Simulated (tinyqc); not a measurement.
Inside a calculation. Model: a square-lattice strip 3 sites wide, recursive Green functions.

tinyqc, about 0.01 s, one thread, Intel Xeon 2.30GHz (shared host): `OMP_NUM_THREADS=1 python tinyqc.py 2660009 2660010 out.jsonl` Printed values are rounded.

The device has N = 3 slices of 3 site(s), nearest-neighbour hopping -t, and site energies U; the leads are semi-infinite continuations with site energy 0. V = <i+1|H|i> = -t 1.

Values chosen for this exercise: hopping (matrix element -t) t = 1 eV; site energies, slice by slice (3 a slice) U = [0.36, -0.77, 0.21, 1.05, 0.75, 0.22, 0.47, -0.65, 0.56] eV; energy E = -2.43 eV.

## Self-energy of the leads

Transverse modes n = 1..3: chi_n(j) = sqrt(2/4) sin(pi n j/4), energy e_n = -2 t cos(pi n/4). Sigma = t^2 sum_n chi_n chi_n^T g(E - e_n), g(x) = (x - i sqrt(4 t^2 - x^2))/(2 t^2) for |x| < 2 t and (x - sign(x) sqrt(x^2 - 4 t^2))/(2 t^2) otherwise; Gamma = i (Sigma - Sigma^dagger); both leads give the same.

Sigma (eV):
```
,1,2,3
1,-0.459582-0.215355i,-0.080355-0.304558i,0.065328-0.215355i
2,-0.080355-0.304558i,-0.394254-0.430710i,-0.080355-0.304558i
3,0.065328-0.215355i,-0.080355-0.304558i,-0.459582-0.215355i
```

Gamma (eV):
```
,1,2,3
1,0.430710,0.609116,0.430710
2,0.609116,0.861420,0.609116
3,0.430710,0.609116,0.430710
```

open modes = 1

## Slice 1

Forward pass: g_1 = (E - H_1 - Sigma)^(-1), g_i = (E - H_i - V g_(i-1) V^dagger)^(-1), with Sigma also subtracted on the last slice; G_(i,1) = g_i V G_(i-1,1), starting from g_1. H_i is the block of slice i: its site energies on the diagonal and -t between neighbouring rows.

g_1 (1/eV):
```
,1,2,3
1,-0.337049-0.183594i,0.025209-0.370130i,0.111840-0.196614i
2,0.025209-0.370130i,-0.307139-0.746193i,0.026997-0.396379i
3,0.111840-0.196614i,0.026997-0.396379i,-0.353021-0.210557i
```

## Slice 2

As before.

g_2 (1/eV):
```
,1,2,3
1,-0.318267-0.051873i,-0.059754-0.096812i,0.018149-0.074374i
2,-0.059754-0.096812i,-0.316561-0.180682i,-0.078996-0.138807i
3,0.018149-0.074374i,-0.078996-0.138807i,-0.429606-0.106637i
```

G_(2,1) (1/eV):
```
,1,2,3
1,-0.047816-0.083705i,0.110100-0.181614i,0.107848-0.100280i
2,0.108616-0.156222i,0.132087-0.338951i,0.107222-0.187156i
3,0.142153-0.120016i,0.160251-0.260395i,-0.059461-0.143780i
```

## Slice 3

As before.

g_3 (1/eV):
```
,1,2,3
1,-0.324153-0.138955i,0.119574-0.280579i,0.178914-0.141366i
2,0.119574-0.280579i,-0.106494-0.569279i,0.139403-0.287631i
3,0.178914-0.141366i,0.139403-0.287631i,-0.303675-0.145564i
```

G_(3,1) (1/eV):
```
,1,2,3
1,0.018510+0.056946i,0.148374+0.103261i,0.119549+0.052261i
2,0.144408+0.099407i,0.297374+0.174100i,0.182848+0.086300i
3,0.110819+0.045482i,0.171623+0.077552i,0.036638+0.037800i
```

## Transmission and its channels

T(E) = Tr[Gamma G_(N,1) Gamma G_(N,1)^dagger]. The non-zero eigenvalues T_n of the matrix under the trace are the channel transmissions; Fano factor sum T_n (1 - T_n)/sum T_n.

T(E) = 0.806190
T_n: [0.806190]
Fano factor = 0.193810

With 1 open mode(s) in the leads T(E) cannot exceed 1. Inverting the whole matrix gives the same value.
